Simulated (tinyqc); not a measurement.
Low-temperature mobility of a two-dimensional electron gas with static screening. Changing the depletion charge N_d. Computed by tinyqc, a small Python program. Command: `OMP_NUM_THREADS=1 python tinyqc.py 3019373 3019374 out.jsonl twodeg sweep`. One thread of a shared host (Intel(R) Xeon(R) Processor @ 2.30GHz), about 0.04 s of CPU time with the checks.

One subband is filled, the gas is degenerate and scatters at the Fermi circle; one permittivity serves on both sides of the interface. All formulas are in SI units, masses times m_0. Piezoelectric and polar phonons are left out, and n_s is taken as set by a gate, independent of N_i.

Inputs (values chosen for the exercise, modelled on an InAs channel):
```
quantity                                        value    unit
in-plane mass m                                0.0291     m_0
mass across the layer m_z                      0.0299     m_0
permittivity eps                                 15.2       -
valley degeneracy g_v                               1       -
sheet density n_s                             2.5e+11  1/cm^2
roughness height Delta                            0.5      nm
correlation length Lambda                         5.9      nm
remote charge density N_i                     6.5e+11  1/cm^2
distance d of the charges from the interface       20      nm
density rho                                      5680  kg/m^3
sound velocity v_l                               4390     m/s
deformation potential D_A                         6.7      eV
temperature T                                      60       K
```

Wave function: ideal sheet. Roughness spectrum: Gaussian.

Constants: m_0 = 9.1093837015e-31 kg; e = 1.602176634e-19 C; eps_0 = 8.8541878128e-12 F/m; hbar = 1.054571817e-34 J s; k_B = 1.380649e-23 J/K.

Method:
- k_F = sqrt(2 pi n_s/g_v); E_F = hbar^2 k_F^2/(2 m); q_TF = g_v m e^2/(2 pi eps eps_0 hbar^2); Fang-Howard parameter b = [12 m_z e^2 (N_d + 11 n_s/32)/(eps eps_0 hbar^2)]^(1/3), mean depth 3/b; effective field F = e (N_d + n_s/2)/(eps eps_0).
- Form factors of a sheet of zero thickness: G(q) = 1, P(q) = exp(-q d). Dielectric function eps(q) = 1 + q_TF G(q)/q, with q = 2 k_F sin(theta/2).
- Roughness: <|U|^2> = (e F)^2 S(q), S = pi Delta^2 Lambda^2 exp(-q^2 Lambda^2/4).
- 1/tau_t = (m/(pi hbar^3)) int_0^pi (1 - cos theta) <|U|^2>/eps(q)^2 dtheta; the quantum rate 1/tau_q drops the factor (1 - cos theta); 200 Gauss-Legendre points in s with theta = pi s^2, s from 0 to 1; mu = e tau_t/m.
- Remote charges: <|U|^2> = N_i [e^2 P(q)/(2 eps eps_0 q)]^2.
- Unscreened deformation potential in equipartition: 1/tau = m D_A^2 k_B T I/(rho v_l^2 hbar^3), I = int |psi|^4 dz = 3 b/16 for the Fang-Howard function (used for both wave-function options); mu = e tau/m. Bloch-Grueneisen temperature T_BG = 2 hbar v_l k_F/k_B.
- At the Fermi circle the rates add, so 1/mu is the sum; sheet resistance 1/(n_s e mu); mean free path hbar k_F mu/e; the quantum time adds the rates 1/tau_q, with the isotropic acoustic rate e/(m mu).

One run for each value; columns: (1) depletion charge N_d (1/cm^2); (2) roughness mobility (cm^2/(V s)); (3) mean depth (nm); (4) acoustic mobility (cm^2/(V s)); (5) effective field F (MV/cm); (6) mobility mu (cm^2/(V s)); (7) remote-charge mobility (cm^2/(V s)):
```
(1)              (2)     (3)         (4)      (5)         (6)         (7)
1.00e+10  4.0978e+06  17.123  9.3349e+06  0.01607  2.7108e+05  2.9960e+05
2.30e+10  3.4095e+06  16.413  8.9478e+06  0.01762  2.6717e+05  2.9960e+05
5.10e+10  2.4110e+06  15.208  8.2909e+06  0.02095  2.5818e+05  2.9960e+05
1.20e+11  1.2442e+06  13.274  7.2365e+06  0.02917  2.3366e+05  2.9960e+05
2.60e+11  5.0384e+05  11.166  6.0875e+06  0.04583  1.8225e+05  2.9960e+05
5.90e+11  1.4608e+05   8.932  4.8694e+06  0.08512  9.6260e+04  2.9960e+05
1.30e+12  3.6778e+04   7.031  3.8329e+06  0.16964  3.2479e+04  2.9960e+05
3.00e+12  7.6474e+03   5.384  2.9352e+06  0.37202  7.4382e+03  2.9960e+05
```

Over the rows, roughness mobility (cm^2/(V s)) falls from 4.10e6 to 7650 (exponent d ln y / d ln x -0.22 between the first rows and -1.9 between the last); mean depth (nm) falls from 17.1 to 5.38 (exponent d ln y / d ln x -0.051 between the first rows and -0.32 between the last); acoustic mobility (cm^2/(V s)) falls from 9.33e6 to 2.94e6 (exponent d ln y / d ln x -0.051 between the first rows and -0.32 between the last). Depletion charge adds to the field in full, the gas itself by half; it thins the layer, which raises int |psi|^4 dz and with it the phonon rate.

Caution (all rows): k_B T exceeds a quarter of E_F, so scattering at the Fermi circle alone and zero-temperature screening are rough. Caution (rows 1.00e10, 2.30e10, 5.10e10): E_F exceeds 1.1 (hbar^2 e^2 F^2/2 m_z)^(1/3), of the order of the first subband spacing (1.75 times that in a triangular well, less with self-consistent band bending), so a second subband may fill.
